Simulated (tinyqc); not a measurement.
Heisenberg spin cluster by exact diagonalisation: multiplets, susceptibility, level crossings: one step, computed by the program tinyqc.

H = J1 sum S_i.S_j over the bonds 1-2, 3-4 + J2 sum over 2-3 - g mu_B B S_z; J > 0 is antiferromagnetic.

Problem. Multiplets. Every multiplet has one member in the block S_z = 0; diagonalise it and read the total spin from <S^2> = S (S + 1).

Inputs (values chosen for the exercise, for a model cluster): exchange J1 = 1.92 meV; exchange J2 = -1 meV.

Cluster: chain of four, J1 outer bonds and J2 in the middle. Spin s of each site: 0.5.

Give: Levels at B = 0; ground energy; gap to the next level.

Solution.

Levels at B = 0:
```
E (meV),total S,number of multiplets
-2.923,0,1
-1.210,1,1
-0.832,1,1
0.710,2,1
1.332,1,1
1.503,0,1
```

ground energy = -2.923 meV

gap to the next level = 1.713 meV

The ground state has S = 0; the next level has S = 1. The highest spin, S = 2, lies at 0.71 meV, s^2 times the sum of all J, s the spin of a site.
